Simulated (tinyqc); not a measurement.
# Hexagonal on-chip spiral inductor, lumped pi model, step by step

Program tinyqc, `OMP_NUM_THREADS=1 python tinyqc.py 2302237 2302238 out.jsonl`; Intel Xeon 2.30GHz, shared host, one thread, about 0.01 s. Printed values are rounded.

Outer diameter do = di + 2 n wd + 2 (n - 1) sp, mean da = (do + di)/2, fill p = (do - di)/(do + di), length l = 3.464 n da. L = 2.33 mu0 n^2 da/(1 + 3.82 p), mu0 = 4 pi 1e-7 H/m. Rs = rho l/(wd delta (1 - exp(-th/delta))), delta = sqrt(rho/(pi f mu0)). Cs = n wd^2 eps0 eo/hu across the coil. At each end Cox = l wd eps0 eo/(2 ho) leads to the substrate branch Rsi = 2 rs he/(l wd) in parallel with Csi = l wd eps0 11.7/(2 he). With one end grounded Y = 1/(Rs + i w L) + i w Cs + 1/[1/(i w Cox) + 1/(1/Rsi + i w Csi)], w = 2 pi f; Q = -Im Y/Re Y. Eddy currents in neighbouring turns and in the substrate are left out.

Values chosen for this exercise; values of the order met in silicon radio-frequency processes:
- n = 3.5 (number of turns)
- wd = 4 um (line width)
- sp = 1.5 um (space between turns)
- di = 140 um (inner diameter)
- th = 3.4 um (metal thickness)
- rho = 2.2 uohm cm (metal resistivity)
- ho = 9.9 um (oxide below the coil)
- hu = 1.5 um (oxide between coil and underpass)
- eo = 3.9 (relative permittivity of the oxide)
- rs = 20 ohm cm (substrate resistivity)
- he = 80 um (effective spreading depth in the substrate)
- f = 11 GHz (frequency)

Constants: eps0 = 8.8541878128e-12 F/m. Results are converted to the units shown.

## Geometry and model elements

do, l, L, delta, Rs, Cs, Cox, Rsi and Csi as defined.

do = 175.5 um
l = 1912.56 um
L = 3.95720 nH
delta = 0.711763 um
Rs = 14.9045 ohm
Cs = 1.28917 fF
Cox = 13.3421 fF
Rsi = 4182.87 ohm
Csi = 4.95325 fF

Rs is 4.82 times the direct-current value in this empirical form, which overstates the skin effect of a flat slab when delta is near th and so stands in for some current crowding.

## Admittance, quality factor and apparent inductance

Series branch 1/(Rs + i w L), substrate branch, total Y, Q = -Im Y/Re Y, apparent inductance Im(1/Y)/w, metal-only value w L/Rs, share of the loss in the substrate Re(substrate branch)/Re Y.

series branch = 0.19866-3.64545i mS
substrate branch = 0.122755+0.272867i mS
Y = 0.32141-3.28348i mS
Q = 10.2158
apparent inductance = 4.36466 nH
w L/Rs = 18.3504
share of the loss in the substrate = 38.1922 %

Q is 55.7 % of the metal-only value.
